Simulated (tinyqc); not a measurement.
Length of a molecular wire: coherent transport through a tight-binding bridge. Computed by the program tinyqc. T = Gamma_L Gamma_R |G_1n|^2 with the self-energies of semi-infinite chains.

A uniform bridge between two chains:
```
parameter,value
site energy (eV),0.790000
hopping in the bridge (eV),1.130000
lead hopping (eV),2.390000
couplings (eV),"0.48, 0.79"
E (eV),-0.170000
```

Transmission against length:
```
sites,T,ln T
2,4.7458e-01,-0.745
3,6.4720e-02,-2.738
4,1.5433e-01,-1.869
5,2.1722e-01,-1.527
6,6.2605e-02,-2.771
8,1.2307e-01,-2.095
9,6.8330e-02,-2.683
10,6.6465e-01,-0.409
```

Estimate the missing row, sites = 7.

Computed row:
```
sites           T    ln T
7      3.0158e-01  -1.199
```

E lies inside the band of the bridge (|E - e|/2h = 0.425 < 1): T does not decay but oscillates with length, between 0.063 and 0.665 here, as levels of the bridge pass E.
